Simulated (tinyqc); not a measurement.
Born-von Karman spring model of a cubic crystal with one atom per cell: one step, computed by the program tinyqc. Command: `OMP_NUM_THREADS=1 python tinyqc.py 3029744 3029745 out.jsonl springs walk`. One thread of a shared host (Intel(R) Xeon(R) Processor @ 2.30GHz), about 0.1 s of CPU time with the checks.

First neighbours lie at a/2 (1,1,1) (8 of them), second at a (1,0,0) (6), with all permutations and signs; the volume per atom is Omega = a^3/2.

Problem. Frequencies at the zone boundary. A neighbour at R with unit vector n couples by the matrix K(R) = kL n n^T + kT (1 - n n^T), and D(q) = (1/M) sum_R K(R) [1 - cos(q.R)]. An eigenvalue lambda of D in eV/(angstrom^2 u) gives nu = 15.6333042 THz x sqrt(lambda).

Inputs (values chosen for the exercise, for a model crystal):
```
quantity,value,unit
atomic mass M,86.7,u
radial spring k1L,2.42,eV/angstrom^2
transverse spring k1T,0.04,eV/angstrom^2
radial spring k2L,0.45,eV/angstrom^2
transverse spring k2T,-0.027,eV/angstrom^2
```

Lattice: bcc.

Constants: nu for 1 eV/(angstrom^2 u) = 15.6333042 THz.

Give: Frequencies (THz) at points given in 2 pi/a.

Solution.

Frequencies (THz) at points given in 2 pi/a:
```
point,nu 1,nu 2,nu 3
"H (1, 0, 0)",6.131,6.131,6.131
"N (0.5, 0.5, 0)",2.382,4.264,6.438
"P (0.5, 0.5, 0.5)",4.823,4.823,4.823
```
